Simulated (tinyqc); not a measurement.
# Reverse leakage of an n+-p junction: diffusion, generation, trap-assisted and band-to-band tunnelling, step by step

Program tinyqc, `OMP_NUM_THREADS=1 python tinyqc.py 2290124 2290125 out.jsonl`; Intel Xeon 2.30GHz, shared host, one thread, about 0.01 s. Printed values are rounded.

One-sided abrupt junction in the depletion approximation, x from the junction (0) to W on the p side, field F = F0 (1 - x/W). Flat quasi-Fermi levels, long p side. Traps generate through SRH with both lifetimes shortened by 1 + Gamma (Hurkx enhancement, form for moderate fields); band-to-band generation is local and needs a total bending above Eg.

Inputs (values chosen for the exercise); band and dielectric values close to those of silicon:
```
symbol    value                 unit                                             meaning
T           250                    K                                         temperature
Eg         1.11                   eV                                            band gap
eps_r      11.5                                                    relative permittivity
Nc      2.15e19                cm^-3              conduction-band density of states at T
Nv      2.02e19                cm^-3                 valence-band density of states at T
Na       2.1e17                cm^-3                acceptor density of the lighter side
Nd         5e19                cm^-3                   donor density of the heavier side
tau        2e-7                    s         SRH lifetime of both carriers at zero field
Et            0                   eV                trap level above the intrinsic level
mt         0.27                   m0                                     tunnelling mass
Dn          9.9               cm^2/s  electron diffusion coefficient on the lighter side
Ab       7.2e14  cm^-0.5 V^-2.5 s^-1                              band-to-band prefactor
Bb       1.93e7                 V/cm                         band-to-band field constant
VR          2.1                    V                                        reverse bias
```

Constants: q = 1.602176634e-19 C, kB = 1.380649e-23 J/K, hbar = 1.054571817e-34 J s, m0 = 9.1093837015e-31 kg, Vt = kB T/q, eps0 = 8.8541878128e-14 F/cm where lengths are in cm. Results are converted to the units shown.

Range of the model: The n+ side is degenerate, so Vbi from Boltzmann statistics is only a guide.

## Field, scales and diffusion current

ni = sqrt(Nc Nv) exp(-Eg/(2 Vt)), Eg in volts; Vbi = Vt ln(Na Nd/ni^2); W = sqrt(2 eps0 eps_r (Vbi + VR)/(q Na)); F0 = 2 (Vbi + VR)/W; FG = sqrt(24 mt m0 (kB T)^3)/(q hbar); J_diff = q ni^2 sqrt(Dn/tau)(1 - exp(-VR/Vt))/Na.

ni = 1.35079e8 cm^-3
Vbi = 1.02981 V
W = 137.636 nm
F0 = 454.795 kV/cm
FG = 291.595 kV/cm
J_diff = 9.79419e-17 A/cm^2

## Generation rates across the layer

u = (Vbi + VR)(1 - x/W)^2, p = Na exp(-u/Vt), n = Nd exp((u - Vbi - VR)/Vt); G0 = ni^2 (1 - exp(-VR/Vt))/(tau (n + p + 2 ni cosh(Et/Vt))); Gamma = 2 sqrt(3 pi)(F/FG) exp((F/FG)^2); trap-assisted part G0 Gamma; G_bb = Ab F^2.5 exp(-Bb/F) with F in V/cm, zero unless Vbi + VR > Eg, and counted as zero under 1 cm^-3 s^-1. 16 equal steps.

| point | x (nm) | F (kV/cm) | Gamma | G0 (cm^-3 s^-1) | G0 Gamma (cm^-3 s^-1) | G_bb (cm^-3 s^-1) |
|---|---|---|---|---|---|---|
| 0 | 0.000 | 454.795 | 109.060 | 1824.63 | 1.98993e5 | 3.73107e10 |
| 1 | 8.602 | 426.370 | 76.1560 | 7.96856e10 | 6.06853e12 | 1.87539e9 |
| 2 | 17.205 | 397.945 | 53.9589 | 3.37595e14 | 1.82163e16 | 6.22288e7 |
| 3 | 25.807 | 369.521 | 38.7663 | 3.37697e14 | 1.30913e16 | 1.23967e6 |
| 4 | 34.409 | 341.096 | 28.2177 | 3.37697e14 | 9.52905e15 | 13065.9 |
| 5 | 43.011 | 312.671 | 20.7882 | 3.37697e14 | 7.02012e15 | 61.3374 |
| 6 | 51.614 | 284.247 | 15.4797 | 3.37697e14 | 5.22744e15 | 0 |
| 7 | 60.216 | 255.822 | 11.6304 | 3.37697e14 | 3.92755e15 | 0 |
| 8 | 68.818 | 227.397 | 8.79602 | 3.37697e14 | 2.97039e15 | 0 |
| 9 | 77.420 | 198.973 | 6.67409 | 3.37477e14 | 2.25235e15 | 0 |
| 10 | 86.023 | 170.548 | 5.05588 | 1.65353e14 | 8.36003e14 | 0 |
| 11 | 94.625 | 142.123 | 3.79508 | 6.29005e11 | 2.38712e12 | 0 |
| 12 | 103.227 | 113.699 | 2.78721 | 3.81333e9 | 1.06286e10 | 0 |
| 13 | 111.829 | 85.274 | 1.95588 | 7.17925e7 | 1.40418e8 | 0 |
| 14 | 120.432 | 56.849 | 1.24342 | 4.20505e6 | 5.22865e6 | 0 |
| 15 | 129.034 | 28.425 | 0.604237 | 7.66279e5 | 4.63014e5 | 0 |
| 16 | 137.636 | 0.000 | 0 | 4.34436e5 | 0 | 0 |

## Current components

Each current is q times the trapezoid sum of its rate; J adds J_diff; J_bb under 1e-8 of the sum is given as 0.

J_SRH = 3.95184e-10 A/cm^2
J_TAT = 8.69375e-9 A/cm^2
J_bb = 2.83837e-15 A/cm^2
J = 9.08893e-9 A/cm^2

A fine grid gives J = 9.146e-9 A/cm^2; the coarse sum is 0.62 % below it. On the fine grid the largest part is trap-assisted tunnelling (95.7 %). The simple estimate q ni W/(2 tau cosh(Et/Vt)) is 88 % above the fine-grid J_SRH of 3.956e-10 A/cm^2, since near both edges n or p is large enough to quench generation.
